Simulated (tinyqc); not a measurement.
Inputs raised by 5 %, one at a time: quasi-harmonic thermal expansion with mode Grueneisen parameters. Computed by tinyqc, a small Python program. Command: `OMP_NUM_THREADS=1 python tinyqc.py 3017971 3017972 out.jsonl qha sens`. One thread of a shared host (Intel(R) Xeon(R) Processor @ 2.30GHz), about 0.08 s of CPU time with the checks.

A crystal with two atoms a cell; per atom there are 1 transverse acoustic (TA), 1/2 longitudinal acoustic (LA) and 3/2 optical (O) modes. Every frequency of group i scales as nu_i (V/V0)^(-gamma_i). The acoustic groups have Debye spectra, density 3 nu^2/nu_i^3 up to nu_i (40 Gauss-Legendre points); the optical group has one frequency. Static energy: E = (9 V0 B0/16) [y^3 B' + y^2 (2 - 4 y)], y = (V0/V)^(2/3) - 1, with pressure P_s = (3 B0/2) (z^7 - z^5) [1 + (3/4)(B' - 4)(z^2 - 1)], z = (V0/V)^(1/3).

Inputs (values chosen for the exercise, modelled on silicon carbide):

| quantity | value | unit |
|---|---|---|
| static volume V0 | 10.4 | angstrom^3/atom |
| static bulk modulus B0 | 232 | GPa |
| static B' | 4.18 | - |
| frequency nu_TA | 10.9 | THz |
| frequency nu_LA | 18.7 | THz |
| frequency nu_O | 23.8 | THz |
| Grueneisen parameter gamma_TA | 0.12 | - |
| Grueneisen parameter gamma_LA | 0.92 | - |
| Grueneisen parameter gamma_O | 1.1 | - |
| temperature T | 300 | K |
| step factor f | 1.2 | - |

Acoustic groups: Debye.

Constants: h x 1 THz = 4.135667696 meV; k_B = 8.617333262e-05 eV/K; 1 eV/angstrom^3 = 160.2176634 GPa.

Method:
- For a mode with x = h nu/(k_B T), n = 1/(exp(x) - 1): U = h nu (n + 1/2), C/k_B = x^2 n (n + 1); U_i and C_i sum these over group i with its weight per atom.
- Phonon pressure P_ph = sum_i gamma_i U_i/V.
- Start at V0 and step V(new) = V [1 + f (P_s + P_ph)/B0]; stop when |P_s + P_ph| < 1e-8 GPa, after 60 steps, or when V leaves 0.7 to 1.3 V0.
- B_T = -V d(P_s + P_ph)/dV at fixed T (central difference, step 1e-4 V); alpha_V = sum gamma_i C_i k_B/(B_T V), all at V(T); the linear coefficient is alpha_L = alpha_V/3.
- C_P - C_V = alpha_V^2 B_T V T; the optical frequency is nu_O (V/V0)^(-gamma_O).
- At T = 0, U_i is the zero-point energy (h nu/2 a mode); solve P_s + P_ph = 0.

Runs:

| input moved | from | to | linear expansion coefficient (ppm/K) | volume change from V0 (%) | isothermal bulk modulus B_T (GPa) | zero-point volume change (%) |
|---|---|---|---|---|---|---|
| base run | - | - | 1.8768 | 0.70220 | 228.19 | 0.64348 |
| static volume V0 (angstrom^3/atom) | 10.4 | 10.92 | 1.7858 | 0.66859 | 228.37 | 0.61274 |
| static bulk modulus B0 (GPa) | 232 | 243.6 | 1.7858 | 0.66859 | 239.79 | 0.61274 |
| static B' | 4.18 | 4.389 | 1.8796 | 0.70272 | 227.85 | 0.64391 |
| frequency nu_TA (THz) | 10.9 | 11.445 | 1.8739 | 0.70251 | 228.19 | 0.64416 |
| Grueneisen parameter gamma_TA | 0.12 | 0.126 | 1.8869 | 0.70340 | 228.18 | 0.64416 |
| Grueneisen parameter gamma_LA | 0.92 | 0.966 | 1.9068 | 0.70781 | 228.16 | 0.64792 |
| temperature T (K) | 300 | 315 | 2.0054 | 0.71100 | 228.10 | 0.64348 |

Exponents ln(y'/y) / ln(x'/x):

| input | linear expansion coefficient | volume change from V0 | isothermal bulk modulus B_T | zero-point volume change |
|---|---|---|---|---|
| static volume V0 | -1.019 | -1.005 | 0.016 | -1.003 |
| static bulk modulus B0 | -1.019 | -1.005 | 1.016 | -1.003 |
| static B' | 0.030 | 0.015 | -0.030 | 0.014 |
| frequency nu_TA | -0.031 | 0.009 | 0.000 | 0.022 |
| Grueneisen parameter gamma_TA | 0.110 | 0.035 | -0.001 | 0.022 |
| Grueneisen parameter gamma_LA | 0.325 | 0.163 | -0.003 | 0.141 |
| temperature T | 1.358 | 0.255 | -0.008 | 0.000 |

Among the inputs moved here: linear expansion coefficient answers most in size to temperature T (exponent +1.358), next to static volume V0 (-1.019). Its exponent -1.019 in static volume V0: alpha_L = gamma C/(3 B V). Its exponent -1.019 in static bulk modulus B0: alpha_L = gamma C/(3 B V). Volume change from V0 answers most in size to static volume V0 (exponent -1.005), and about equally to static bulk modulus B0 (-1.005). Isothermal bulk modulus B_T answers most in size to static bulk modulus B0 (exponent +1.016), next to static B' (-0.030); its exponent is below 0.0005 for frequency nu_TA. zero-point volume change answers most in size to static volume V0 (exponent -1.003), and about equally to static bulk modulus B0 (-1.003); its exponent is below 0.0005 for temperature T. Its exponent -1.003 in static bulk modulus B0: the shift is P_ph/B0.
